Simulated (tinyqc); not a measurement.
Wannier functions of a composite (isolated) pair of valence bands (bonds of an sp chain): sweeps and comparisons. A value that a table varies takes the place of the one given here.

Each atom has a hybrid pointing left (<) and right (>). H(k): diagonal +V3 on A, -V3 on B; <A<|A>> = -V1a, <B<|B>> = -V1b, <A>|B<> = -V2, <B>|A<> = -V2p exp(ik); k in 1/a, Bloch sums with exp(ikR). The two lowest bands are filled. Trial functions in cell 0: g1 = cos(c) A> + sin(c) B<, and g2 = sin(c) B> + cos(c) A< of cell 1, whose Bloch vector has cos(c) exp(-ik) on A<. Projection A_mn = <psi_m|g_n>, S = A^+ A, Loewdin U = A S^(-1/2), Bloch-like states w_n = sum_m psi_m U_mn, H_W(k) = U^+ diag(E) U. P = sum_m |psi_m><psi_m| is free of phase choices, and S = g^+ P g, w = P g S^(-1/2).

Inputs chosen for the exercise:
- V2 = 3.7 eV (coupling in the bond A-B inside the cell)
- V2p = 4.75 eV (coupling in the bond to the next cell)
- V1a = 1.45 eV (coupling of the two hybrids on A)
- V1b = 1.22 eV (the same on B)
- V3 = 1.14 eV (A at +V3, B at -V3)
- xb = 0.51 a (position of B (A at 0))
- c = 65 degrees (trial bonds cos(c) on A, sin(c) on B)

## Choice of the trial bonds

N = 12; centres and spreads in real space with point-like hybrids at R and R + xb; smallest eigenvalue of S over the mesh.

Trial angle:

| c (deg) | smallest S | centre 1 (a) | centre 2 (a) | sum of centres | total spread (a^2) | H_12(R = 0), mean over k (eV) |
|---|---|---|---|---|---|---|
| 15 | 0.495 | 0.3267 | 0.7017 | 1.0284 | 0.1233 | -0.7669 |
| 30 | 0.745 | 0.3267 | 0.7017 | 1.0284 | 0.1231 | -0.7621 |
| 45 | 0.930 | 0.3267 | 0.7017 | 1.0284 | 0.1229 | -0.7581 |
| 55 | 0.962 | 0.3268 | 0.7017 | 1.0284 | 0.1229 | -0.7556 |
| 65 | 0.868 | 0.3268 | 0.7017 | 1.0284 | 0.1229 | -0.7530 |
| 75 | 0.731 | 0.3268 | 0.7016 | 1.0284 | 0.1229 | -0.7502 |
| 85 | 0.565 | 0.3268 | 0.7016 | 1.0284 | 0.1230 | -0.7469 |

The sum of the centres stays at 1.0284 a within 0.0000: it gives the electronic polarisation, modulo a, and is fixed by the filled space. Single centres move by less than 0.0001 a here and H_12(0), a matter of gauge, moves by 20 meV. The total spread runs only from 0.1229 to 0.1233 a^2, so the orthogonalisation repairs even poor trials; the projection is best at c = 55 degrees among these rows, and the two bonds, isolated, have c = 54 and 52.

## Interpolating the pair or each band alone

Largest error on 25 points from 0 to pi. Pair: diagonalise the Hermitian part of sum_R exp(ikR) H(R) over the N cells nearest the origin, with H(R) the mean of exp(-ikR) H_W(k) on the mesh k = 2 pi j/N. Alone: the cosine series of each sorted band on the same mesh.

Errors (meV):

| N | pair | each band alone |
|---|---|---|
| 3 | 11.34923 | 94.71723 |
| 4 | 4.03982 | 16.38388 |
| 5 | 0.51520 | 21.83426 |
| 6 | 0.17464 | 3.73741 |
| 8 | 0.01054 | 1.26429 |
| 10 | 0.00064 | 0.40575 |
| 14 | 0.00000 | 0.04269 |

smallest spacing of the two filled bands = 1.1088 eV

At N = 6 the pair errs by 0.17 meV and the single bands by 3.7; at N = 10, 0.00064 against 0.41. Both fall exponentially: the pair at a rate tied to the gap to the empty bands (5.91 eV), the single bands at a slower one tied to their own spacing (1.109 eV at the closest). Not every column falls at every step, since even meshes hold k = pi and odd ones do not.

## What each parameter does

N = 12: centres, total spread (point-like hybrids at R and R + xb) and H_12(0). Each row changes one parameter from the base and keeps the others.

Results:

| case | centre 1 (a) | centre 2 (a) | total spread (a^2) | H_12(0) (eV) |
|---|---|---|---|---|
| base | 0.3268 | 0.7017 | 0.1229 | -0.7530 |
| V2 = 4.1 eV | 0.3202 | 0.7011 | 0.1232 | -0.7476 |
| V2p = 5.15 eV | 0.3272 | 0.7056 | 0.1228 | -0.7477 |
| V1a = 1.65 eV | 0.3255 | 0.7030 | 0.1241 | -0.7487 |
| V1b = 1.42 eV | 0.3272 | 0.7013 | 0.1240 | -0.8759 |
| V3 = 1.54 eV | 0.3493 | 0.6838 | 0.1162 | -0.8038 |
| xb = 0.56 a | 0.3587 | 0.7321 | 0.1241 | -0.7530 |

The largest shifts from the base row, up to three for each result and ties (the steps differ in size, so this ranks the rows, not the parameters). centre 1 (a): xb +0.0319, V3 +0.0226, V2 -0.0066. centre 2 (a): xb +0.0304, V3 -0.0179, V2p +0.0039. total spread (a^2): V3 -0.0067, xb +0.0012, V1a +0.0012. H_12(0) (eV): V1b -0.1229, V3 -0.0507, V2 +0.0054, V2p +0.0054; unchanged at the printed digits by xb.

Run: tinyqc, `OMP_NUM_THREADS=1 python tinyqc.py 1480693 1480694 out.jsonl`; Intel(R) Xeon(R) Processor @ 2.30GHz, one thread, shared host; about 0.3 s of CPU time with all checks.
